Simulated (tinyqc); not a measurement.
Changing the allowed failure fraction F: time-dependent dielectric breakdown: cell percolation, Weibull statistics, area scaling and voltage extrapolation. Computed by tinyqc, a small Python program. Command: `OMP_NUM_THREADS=1 python tinyqc.py 3027256 3027257 out.jsonl tddb sweep`. One thread of a shared host (Intel(R) Xeon(R) Processor @ 2.30GHz), about 0.01 s of CPU time with the checks.

The oxide is divided into columns of area a^2, each holding m = t_ox/a cells (m is taken as continuous). A share lambda(t) = (t/t_1)^alpha of the cells is defective, and a column whose cells are all defective breaks down.

Inputs (values chosen for the exercise, for a model gate oxide):
```
quantity                                                   value  unit
oxide thickness t_ox                                           6    nm
defect cell size a                                           1.2    nm
exponent alpha of defect growth                             0.47     -
time t_1 at which the occupied share would reach 1       6.8e+08     s
test area A                                                 3000  um^2
product area A_u                                          200000  um^2
stress voltage V                                            8.04     V
use voltage V_u                                              4.6     V
local exponent n = -d ln t/d ln V at the stress voltage       29     -
activation energy E_a                                       0.67    eV
stress temperature T                                         150     C
use temperature T_u                                           55     C
```

Voltage law used: 1/E.

Constants: k_B = 8.617333262e-05 eV/K.

Method:
- Failure fraction F = 1 - (1 - lambda^m)^N with N = A/a^2 columns, which for small lambda^m is 1 - exp(-(t/t63)^beta) with beta = alpha m and t63 = t_1 N^(-1/beta); critical share lambda(t63) = N^(-1/m). 1 um^2 = 1e6 nm^2.
- All three voltage laws share the slope n at the stress voltage. Factor t(V_u)/t(V): E law exp(n (1 - V_u/V)); 1/E law exp(n (V/V_u - 1)); power law (V/V_u)^n.
- Temperatures in kelvin are T(C) + 273.15.
- Temperature factor exp[(E_a/k_B)(1/T_u - 1/T)]; area factor (A/A_u)^(1/beta); percentile factor (-ln(1 - F))^(1/beta); life = t63 x all four; 1 year = 3.15576e7 s.

One run for each value:
```
allowed failure fraction F  projected life (years)  percentile factor
1.00e-07                                 2.197e+05          1.050e-03
1.00e-06                                 5.853e+05          2.798e-03
1.00e-05                                 1.559e+06          7.453e-03
1.00e-04                                 4.154e+06          1.986e-02
1.00e-03                                 1.107e+07          5.290e-02
1.00e-02                                 2.954e+07          1.412e-01
1.00e-01                                 8.029e+07          3.838e-01
5.00e-01                                 1.790e+08          8.556e-01
```

Describe and explain the trends.

Over the rows, projected life (years) rises from 220000 to 1.79e8 (exponent d ln y / d ln x 0.43 between the first rows and 0.50 between the last); percentile factor rises from 0.00105 to 0.856 (exponent d ln y / d ln x 0.43 between the first rows and 0.50 between the last). For small F the life scales as F^(1/beta), 1/beta = 0.426.

Caution (all rows): t_1 is an input here; in a real oxide it changes with thickness at fixed voltage. Caution (all rows): a voltage factor of more than nine decades rests wholly on the chosen law and cannot be tested.
